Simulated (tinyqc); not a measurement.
Worked calculation: ballistic transport through the one-dimensional subbands of a rectangular nanowire or nanosheet channel. Computed by tinyqc, a small Python program that keeps every step. Command: `OMP_NUM_THREADS=1 python tinyqc.py 3031264 3031265 out.jsonl wire walk`. One thread of a shared host (Intel(R) Xeon(R) Processor @ 2.30GHz), about 0.01 s of CPU time with the checks. Intermediate numbers are printed to about 7 digits and carried at full precision; extremes and crossings named in words are read from the listed rows.

Hard walls, parabolic subbands, transport along x. Energies are counted from the bulk conduction band edge at the top of the barrier, which the gate pulls down by U; the source Fermi level lies at the bulk edge when U = 0.

Inputs (values chosen for the exercise, modelled on In0.53Ga0.47As): mass m = 0.047 m_0; height a = 7.5 nm; width b = 12 nm; equivalent oxide thickness t = 0.98 nm; gate voltage above flat band V_G = 0.62 V; drain voltage V_D = 0.57 V; temperature T = 150 K; mean free path for back-scattering lambda = 140 nm; channel length L = 8.2 nm.

Valleys: single isotropic valley.

Constants: hbar^2/(2 m_0) = 3.80998212 eV angstrom^2; k_B = 8.617333262e-05 eV/K; m_0 = 9.1093837015e-31 kg; k_B = 1.380649e-23 J/K; hbar = 1.054571817e-34 J s; eps_0 = 8.8541878128e-12 F/m; e = 1.602176634e-19 C; h = 6.62607015e-34 J s.

## Subbands

E_pq = (hbar^2 pi^2/2)(p^2/(m_y b^2) + q^2/(m_z a^2)); m_x = m_y = m_z = m, degeneracy g = 1; the 10 lowest subbands are kept.

Subbands:
```
valley axis  p  q   E (meV)  m_x (m_0)
-            1  1   197.794      0.047
-            2  1   364.474      0.047
-            1  2   624.495      0.047
-            3  1   642.274      0.047
-            2  2   791.175      0.047
-            4  1  1031.194      0.047
-            3  2  1068.975      0.047
-            1  3  1335.663      0.047
-            4  2  1457.895      0.047
-            2  3  1502.343      0.047
```

The second subband lies 166.7 meV, or 12.89 k_B T, above the first. Caution: confinement energies this large call for non-parabolicity and barrier penetration, which lower the subbands and raise the mass.

## Self-consistent barrier

F_j(eta) = (1/Gamma(j + 1)) int_0^infinity x^j/(1 + exp(x - eta)) dx, F_0 = ln(1 + exp(eta)). Integrals over x = E/(k_B T) use 160 Gauss-Legendre points in u = sqrt(x) from 0 to sqrt(max(eta, 0) + 32). With degeneracy g = 1, eta_i = (U - E_i)/(k_B T) and u = e V_D/(k_B T): line density n = sum_i g sqrt(2 m_x k_B T/pi)/(2 hbar) [F_-1/2(eta_i) + F_-1/2(eta_i - u)]; gate: e n = C_ox (V_G - U/e), C_ox = 3.9 eps_0 2 (a + b)/t (flat-plate estimate); I = (2 e k_B T/h) sum_i g [F_0(eta_i) - F_0(eta_i - u)].

C_ox = 1374.206 aF/micrometre

U = 575.6461 meV

Occupation:
```
subband      eta_i    n_i (1/nm)  I_i (microampere)
1         29.23197  2.172144e-01       2.927635e+01
2         16.33703  1.622090e-01       1.636183e+01
3         -3.77909  8.008225e-04       2.262084e-02
4         -5.15455  2.048119e-04       5.765235e-03
5        -16.67403  2.043033e-09       5.744071e-08
6        -35.24275  1.761909e-17       4.953679e-16
7        -38.16560  9.475546e-19       2.664088e-17
8        -58.79751  1.038197e-27       2.918933e-26
9        -68.25380  8.118288e-32       2.282489e-30
10       -71.69245  2.606616e-33       7.328606e-32
```

line density n = 0.3804290 1/nm

ballistic current I = 45.66657 microampere

mean velocity I/(e n) = 7.492287 1e7 cm/s

2 of the subbands lie below the source Fermi level; the lowest carries 64 % of the current with 57 % of the charge. The gate spends 93 % of V_G on moving the bands.

## Conductance, capacitance and scattering

Linear conductance G = (2 e^2/h) sum_i g f(eta_i), g = 1, f = 1/(1 + exp(-eta_i)), with the barrier frozen at the eta_i above; current per perimeter I/(2(a + b)); with scattering, transmission lambda/(lambda + L) and low-bias resistance (1 + L/lambda)/G.

open modes sum g f = 2.028073

ballistic conductance = 157.1370 microsiemens

current per perimeter = 1170.938 microampere/micrometre

transmission = 0.9446694

low-bias resistance with scattering = 6.736616 kiloohm

Even without scattering the wire has h/(2 e^2 M) = 6.36 kiloohm, which sits in the contacts.

## Gate sweep

Open modes are sum_i g/(1 + exp(-eta_i)). The last column is e dn/dV_G over C_ox, taken up to the next row.

Against the gate voltage:
```
V_G (V)        U (meV)      n (1/nm)  I (microampere)    open modes      C_g/C_ox
-0.1     -1.000000e+02  3.517950e-12     9.890857e-11  9.875862e-11  8.096917e-09
-0.0022  -2.200001e+00  6.795555e-09     1.910598e-07  1.907701e-07  8.249599e-05
0.12      1.199899e+02  8.647283e-05     2.432441e-03  2.425807e-03  6.357325e-02
0.25      2.417254e+02  7.097228e-02     3.436868e+00  9.677394e-01  7.284244e-02
0.35      3.344412e+02  1.334501e-01     1.068118e+01  1.089176e+00  1.290442e-01
0.48      4.476654e+02  2.773376e-01     2.580767e+01  1.998401e+00  8.585245e-02
0.62      5.756461e+02  3.804290e-01     4.566657e+01  2.028073e+00  1.919455e-01
0.78      7.049348e+02  6.438434e-01     7.676399e+01  3.991500e+00  2.430613e-01
0.95      8.336144e+02  9.982535e-01     1.148602e+02  4.963851e+00  2.348715e-01
1.1       9.483836e+02  1.300432e+00     1.490298e+02  5.001732e+00             -
```

Between the first two rows the current rises one decade per 30 mV, against the limit ln(10) k_B T/e = 30 mV. Above threshold C_g/C_ox lies between 0.07 and 0.24: the quantum capacitance in series costs much, since the density of states of these subbands is small. It dips where a subband has filled past its van Hove peak and recovers when the next one opens or the drain starts to fill the band.

Checks made by the program: density of the lowest subband against a direct sum over k (relative difference 5e-10).
